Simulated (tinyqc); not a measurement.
Bias-temperature instability from a Gaussian distribution of capture and emission barriers: one step, computed by the program tinyqc.

Each trap has a capture time tau_0 exp(E_c/(k_B T)) under stress and an emission time tau_0 exp(E_e/(k_B T)) after it. E_c is Gaussian, and E_e = E_c + d with d Gaussian and independent. A trap counts as filled once t_s exceeds its capture time and as emptied once t_r exceeds its emission time.

Problem. Recovery. Demarcation energies E_s = k_B T ln(t_s/tau_0), E_r = k_B T ln(t_r/tau_0); mean barrier mu = mu_c - k_F F; z = (E_s - mu)/sigma_c; Phi is the standard normal distribution. Temperatures in kelvin are T(C) + 273.15. Remaining shift dV = V_max int_(-infinity)^(E_s) g(E_c) [1 - Phi((E_r - E_c - delta)/sigma_d)] dE_c, g the Gaussian density of E_c (Gauss-Legendre, 120 points over 7 sigma_c below E_s).

Inputs (values chosen for the exercise, for a model p-channel transistor):
```
quantity                                      value  unit
shift with all traps filled V_max                79    mV
spread of capture barriers sigma_c             0.36    eV
mean of E_e - E_c at the stress field, delta   -0.3    eV
spread of E_e - E_c, sigma_d                   0.15    eV
time constant tau_0                           1e-10     s
temperature T                                    85     C
stress time t_s                               80000     s
recovery time t_r                               0.2     s
```

mean barrier mu = 1.2702 eV

shift without recovery dV0 = 22.02448 mV

Constants: k_B = 8.617333262e-05 eV/K.

Give: E_r; remaining shift dV; remaining share dV/dV0.

Solution.

E_r = 0.66097 eV

remaining shift dV = 6.9839 mV

remaining share dV/dV0 = 0.31710

A measurement delay of t_r hides 68 % of the shift.
